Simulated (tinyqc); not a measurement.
## Energy and delay of logic against supply voltage: energy and delay against supply voltage

One expression serves below and above threshold: I(Vg) = Ik [ln(1 + exp((Vg - VT + dd V)/(al nf Vt)))]^al, with I_on = I(V) and I_off = I(0). Gate delay td = kd C V/I_on, clock period LD td. Per gate and cycle the switching energy is act C V^2 and the leakage energy I_off V LD td. No short-circuit current, no variation. Minima are sought above 0.09 V; below a few Vt gates no longer switch and the model has no meaning.

EDP = energy times td.

Inputs (values chosen for the exercise); values of the order met in logic technologies:
- T = 330 K (temperature)
- VT = 0.24 V (threshold voltage at zero drain bias)
- nf = 1.27 (slope factor)
- dd = 0.07 (barrier lowering per volt of supply)
- Ik = 0.47 uA (specific current of a gate)
- al = 1.31 (exponent of the current law)
- C = 0.64 fF (load capacitance of a gate)
- kd = 0.9 (delay factor)
- LD = 16 (logic depth)
- act = 0.2 (activity factor)

Constants: q = 1.602176634e-19 C, kB = 1.380649e-23 J/K, Vt = kB T/q. Results are converted to the units shown.

Results:
```
V (V)	I_on (uA)	I_off (nA)	td (ps)	switching (aJ)	leakage (aJ)	energy (aJ)	EDP (fJ ps)
0.15	0.046430	0.81299	1860.9	2.8800	3.6309	6.5109	12.116
0.27	0.68821	1.0249	225.98	9.3312	1.0005	10.332	2.3347
0.38	2.4716	1.2671	88.558	18.483	0.68223	19.165	1.6972
0.5	5.1706	1.5966	55.699	32.000	0.71146	32.711	1.8220
0.62	8.2975	2.0114	43.039	49.203	0.85878	50.062	2.1546
0.85	15.123	3.1285	32.375	92.480	1.3775	93.857	3.0386
0.97	19.031	3.9369	29.359	120.44	1.7938	122.23	3.5885
1.08	22.789	4.8579	27.297	149.30	2.2914	151.59	4.1380
1.2	27.064	6.1066	25.539	184.32	2.9944	187.31	4.7839
```

Estimate the missing row, V = 0.73 V.

Computed row:
```
V (V)	I_on (uA)	I_off (nA)	td (ps)	switching (aJ)	leakage (aJ)	energy (aJ)	EDP (fJ ps)
0.73	11.442	2.4850	36.750	68.211	1.0666	69.278	2.5459
```

With this row back in the table: td falls from 1860 to 25.5 ps; the energy rises from 6.51 to 187 aJ and the EDP goes from 12.1 through a minimum of 1.70 (at V = 0.38 V among the rows listed) to 4.78 fJ ps. The exact minima lie at V = 0.158 V for the energy and 0.398 V for the EDP. Going from 1.2 V to the energy minimum saves a factor of 28.9 in energy and costs a factor of 62.0 in delay. Below the minimum the leakage energy rises faster than the switching energy falls, because the clock period grows so steeply.

Computed by the program tinyqc: `OMP_NUM_THREADS=1 python tinyqc.py 2082134 2082135 out.jsonl`, one thread of a shared Intel Xeon 2.30GHz, about 0.01 s for the whole run.
